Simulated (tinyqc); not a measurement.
# Free and trapped electrons in a MOS channel with a dense trap tail: effects of single changes

p-type body, charge-sheet picture, full ionisation (an idealisation for deep acceptors), Boltzmann statistics for free electrons. e = Ec - EF at the surface. Acceptor-like traps of density D(E) = D0 + De exp(-E/Ew) at depth E below Ec, from 0 to Eu, hold n_t = integral of D(E)/(1 + exp((e - E)/Vt)). psi = Eg - Vt ln(Nv/Na) - e; N_dep = sqrt(2 eps0 eps_r Na (psi - Vt)/q); n_f = sqrt(N_dep^2 + 2 eps0 eps_r Vt Nc exp(-e/Vt)/q) - N_dep; Vg = Vfb + psi + q (N_dep + n_t + n_f)/Cox, Cox = eps0 eox/tox.

Inputs (values chosen for the exercise); band and dielectric values close to those of 4H silicon carbide:

| symbol | value | unit | meaning |
|---|---|---|---|
| T | 475 | K | temperature |
| Eg | 3.27 | eV | band gap |
| eps_r | 9.87 |  | relative permittivity |
| Nc | 3.33e19 | cm^-3 | conduction-band density of states at T |
| Nv | 4.94e19 | cm^-3 | valence-band density of states at T |
| eox | 3.9 |  | relative permittivity of the insulator |
| tox | 28 | nm | insulator thickness |
| Na | 3.7e15 | cm^-3 | acceptor density |
| Vfb | -1.99 | V | flat-band voltage without trapped charge |
| D0 | 1e11 | cm^-2 eV^-1 | constant background density of acceptor-like traps |
| De | 3.5e13 | cm^-2 eV^-1 | density of the tail at the conduction edge |
| Ew | 0.08 | eV | decay energy of the tail |
| Eu | 0.98 | eV | depth below Ec down to which the traps reach |
| mf | 120 | cm^2/(V s) | mobility of free electrons |

Constants: q = 1.602176634e-19 C, kB = 1.380649e-23 J/K, Vt = kB T/q, eps0 = 8.8541878128e-14 F/cm where lengths are in cm. Results are converted to the units shown.

Each table varies one quantity; the others keep the values above.

## Free and trapped charge against gate voltage

Free share n_f/(n_f + n_t); swing ln 10 n_f/(dn_f/dVg); field-effect mobility mf q (dn_f/dVg)/Cox, for a constant mf; oxide field q (N_dep + n_t + n_f)/(eps0 eox).

Free and trapped charge against gate voltage:

| Vg (V) | e (eV) | n_f (cm^-2) | n_t (cm^-2) | free share (%) | swing (mV/decade) | field-effect mobility (cm^2/(V s)) | oxide field (MV/cm) |
|---|---|---|---|---|---|---|---|
| 0.6 | 0.7084 | 7.727e5 | 2.780e10 | 0.002780 | 117.0 | 0.002370 | 0.1490 |
| 1.2 | 0.3161 | 1.015e10 | 1.517e11 | 6.273 | 279.1 | 13.06 | 0.2232 |
| 1.8 | 0.2052 | 1.269e11 | 4.044e11 | 23.89 | 1066 | 42.75 | 0.3979 |
| 2.4 | 0.1589 | 3.149e11 | 6.398e11 | 32.98 | 2114 | 53.47 | 0.5956 |
| 3 | 0.1290 | 5.327e11 | 8.591e11 | 38.27 | 3223 | 59.32 | 0.7992 |
| 3.6 | 0.1064 | 7.699e11 | 1.065e12 | 41.96 | 4329 | 63.84 | 1.005 |
| 4.2 | 0.08805 | 1.024e12 | 1.258e12 | 44.87 | 5406 | 67.97 | 1.213 |
| 4.7 | 0.07485 | 1.247e12 | 1.408e12 | 46.96 | 6275 | 71.34 | 1.387 |
| 5.3 | 0.06084 | 1.529e12 | 1.576e12 | 49.25 | 7284 | 75.37 | 1.596 |

What does the comparison show?

n_f reaches 1e11 cm^-2 at Vg = 1.70 V, against 1.23 V without traps. The free share rises from 0.00278 to 49.2 % and the field-effect mobility rises from 0.00237 to 75.4 cm^2/(V s), although mf = 120 is constant: in the last row 62.8 % of Cox dVg goes into free electrons. The swing in the first row is 117 mV a decade (Vt ln 10 = 94.3). For Vg = 4.7, 5.3 EF lies less than 2 Vt below the band edge, or above it, where degeneracy and confinement, left out, matter.

## Effect of the density of the tail at the conduction edge

VT is the Vg for n_f = 1e11 cm^-2; swing ln 10 n_f/(dn_f/dVg) at n_f = 1e8 cm^-2; the last three columns are for Vg = VT + 2.2 V, with free share n_f/(n_f + n_t) and field-effect mobility mf q (dn_f/dVg)/Cox; there EF is near the band edge, where Boltzmann statistics are rough.

Result of one run:

| De (cm^-2 eV^-1) | e at VT (eV) | VT (V) | q n_t/Cox at VT (V) | swing (mV/decade) | n_f (cm^-2) | free share (%) | field-effect mobility (cm^2/(V s)) |
|---|---|---|---|---|---|---|---|
| 9e13 | 0.2165 | 2.282 | 1.055 | 147.2 | 5.110e11 | 20.16 | 34.24 |

What becomes of these results when the density of the tail at the conduction edge De is changed from 9e13 to 1e13 cm^-2 eV^-1, all else the same?

Result of the changed run:

| De (cm^-2 eV^-1) | e at VT (eV) | VT (V) | q n_t/Cox at VT (V) | swing (mV/decade) | n_f (cm^-2) | free share (%) | field-effect mobility (cm^2/(V s)) |
|---|---|---|---|---|---|---|---|
| 1e13 | 0.2165 | 1.433 | 0.2054 | 119.4 | 1.345e12 | 73.53 | 98.47 |

The whole series:

| De (cm^-2 eV^-1) | e at VT (eV) | VT (V) | q n_t/Cox at VT (V) | swing (mV/decade) | n_f (cm^-2) | free share (%) | field-effect mobility (cm^2/(V s)) |
|---|---|---|---|---|---|---|---|
| 1e12 | 0.2165 | 1.337 | 0.1098 | 116.2 | 1.611e12 | 92.26 | 113.8 |
| 2e12 | 0.2165 | 1.348 | 0.1204 | 116.6 | 1.577e12 | 89.88 | 112.0 |
| 5e12 | 0.2165 | 1.380 | 0.1523 | 117.6 | 1.484e12 | 83.21 | 106.9 |
| 1e13 | 0.2165 | 1.433 | 0.2054 | 119.4 | 1.345e12 | 73.53 | 98.47 |
| 2e13 | 0.2165 | 1.539 | 0.3116 | 122.8 | 1.124e12 | 58.52 | 83.43 |
| 4e13 | 0.2165 | 1.751 | 0.5240 | 129.8 | 8.361e11 | 39.79 | 61.29 |
| 9e13 | 0.2165 | 2.282 | 1.055 | 147.2 | 5.110e11 | 20.16 | 34.24 |
| 2e14 | 0.2165 | 3.451 | 2.223 | 185.6 | 2.977e11 | 8.605 | 16.07 |

As De goes from 1e12 to 2e14, VT rises from 1.34 to 3.45 V, its part due to traps rises from 0.110 to 2.22 V, the swing rises from 116 to 186 mV/decade and the field-effect mobility falls from 114 to 16.1 cm^2/(V s).

Program tinyqc, `OMP_NUM_THREADS=1 python tinyqc.py 2222217 2222218 out.jsonl`; Intel Xeon 2.30GHz, shared host, one thread, about 0.02 s.
